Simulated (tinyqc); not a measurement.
Inputs raised by 5 %, one at a time: Keating valence-force model of a tetrahedral crystal. Computed by tinyqc, a small Python program. Command: `OMP_NUM_THREADS=1 python tinyqc.py 3014372 3014373 out.jsonl keating sens`. One thread of a shared host (Intel(R) Xeon(R) Processor @ 2.30GHz), about 0.2 s of CPU time with the checks.

Atom A sits at 0 and atom B at a/4 (1,1,1) of an fcc lattice; the four bonds from A are t = a/4 (1,1,1), a/4 (1,-1,-1), a/4 (-1,1,-1), a/4 (-1,-1,1), of length d = sqrt(3) a/4. Energy: E = (3 alpha/(8 d^2)) sum over bonds (r.r - d^2)^2 + (3 beta/(8 d^2)) sum over pairs of bonds at one atom (r_i.r_j + d^2/3)^2; both atoms have the mass M. The cell holds two atoms, Omega = a^3/4. 1 N/m = 1 J/m^2.

Inputs (values chosen for the exercise, for a model crystal):
```
quantity               value      unit
lattice constant a     4.556  angstrom
atomic mass M           47.3         u
bond stretching alpha   26.6       N/m
bond bending beta       5.68       N/m
mesh divisions n           8         -
temperature T            600         K
```

Structure: diamond.

Constants: nu for 1 eV/(angstrom^2 u) = 15.6333042 THz; 1 eV/angstrom^2 = 16.02176634 J/m^2; 1 THz = 33.35640952 1/cm; h x 1 THz = 4.135667696 meV; k_B = 8.617333262e-05 eV/K.

Method:
- C11 = (alpha + 3 beta)/a, C12 = (alpha - beta)/a, C44 = 4 alpha beta/(a (alpha + beta)); with the two sublattices clamped C44(0) = (alpha + beta)/a; internal-strain parameter zeta = (alpha - beta)/(alpha + beta); B = (C11 + 2 C12)/3.
- mu = M/2; lambda = 4 (alpha + beta)/mu with the springs in eV/angstrom^2; nu = 15.6333042 THz x sqrt(lambda).
- With displacements u exp(i q.r), each bracket changes by g.u, where g = (g_A, g_B): bond t, g = (-2 t, 2 t exp(i q.t)); pair (i, j) at A, g = (-(t_i + t_j), t_i exp(i q.t_j) + t_j exp(i q.t_i)); pair at B, g = (-t_i exp(-i q.t_j) - t_j exp(-i q.t_i), t_i + t_j). Then D_mn = sum over the 4 bonds and 12 pairs of (4 k/a^2) conj(g_m) g_n / sqrt(M_m M_n), with k = alpha or beta converted to eV/angstrom^2.
- An eigenvalue lambda of D in eV/(angstrom^2 u) gives nu = 15.6333042 THz x sqrt(lambda).
- Take the lowest frequency at X = (1, 0, 0) 2 pi/a, the transverse acoustic (TA) mode.
- Mesh: q = sum_i (m_i + 1/2)/n b_i, m_i = 0..n-1, with b = [[-1, 1, 1], [1, -1, 1], [1, 1, -1]] in 2 pi/a; sums over the six modes are averaged over the n^3 points and halved, per atom.
- With x = h nu/(k_B T) and n = 1/(exp(x) - 1) for each mode: F = k_B T [x/2 + ln(1 - exp(-x))], U = k_B T x (n + 1/2), S/k_B = x n - ln(1 - exp(-x)), C/k_B = x^2 n (n + 1).
- The acoustic share counts the three lowest modes at each q; zero-point energy = sum h nu/2.

Runs:
```
input moved                     from      to  C44 (GPa)  Raman frequency (THz)  TA frequency at X (THz)  zero-point energy (meV/atom)
base run                           -       -     41.093                 9.1259                   3.8281                        37.989
lattice constant a (angstrom)  4.556  4.7838     39.137                 9.1259                   3.8281                        37.989
atomic mass M (u)               47.3  49.665     41.093                 8.9060                   3.7359                        37.073
bond stretching alpha (N/m)     26.6   27.93     41.441                 9.3120                   3.8281                        38.652
bond bending beta (N/m)         5.68   5.964     42.772                 9.1660                   3.9226                        38.265
temperature T (K)                600     630     41.093                 9.1259                   3.8281                        37.989
```

Exponents ln(y'/y) / ln(x'/x):
```
input                     C44  Raman frequency  TA frequency at X  zero-point energy
lattice constant a     -1.000            0.000                0.0              0.000
atomic mass M           0.000           -0.500               -0.5             -0.500
bond stretching alpha   0.172            0.414                0.0              0.355
bond bending beta       0.820            0.090                0.5              0.149
temperature T           0.000            0.000                0.0              0.000
```

Among the inputs moved here: C44 answers most in size to lattice constant a (exponent -1.000), next to bond bending beta (+0.820); its exponent is below 0.0005 for atomic mass M, temperature T. Its exponent -1.000 in lattice constant a: at fixed alpha and beta every C scales as 1/a. Raman frequency answers most in size to atomic mass M (exponent -0.500), next to bond stretching alpha (+0.414); its exponent is below 0.0005 for lattice constant a, temperature T. TA frequency at X answers most in size to atomic mass M (exponent -0.500), and about equally to bond bending beta (+0.500); its exponent is below 0.0005 for lattice constant a, bond stretching alpha, temperature T. Its exponent +0.500 in bond bending beta: this mode mostly bends angles, so nu goes as sqrt(beta). Zero-point energy answers most in size to atomic mass M (exponent -0.500), next to bond stretching alpha (+0.355); its exponent is below 0.0005 for lattice constant a, temperature T.
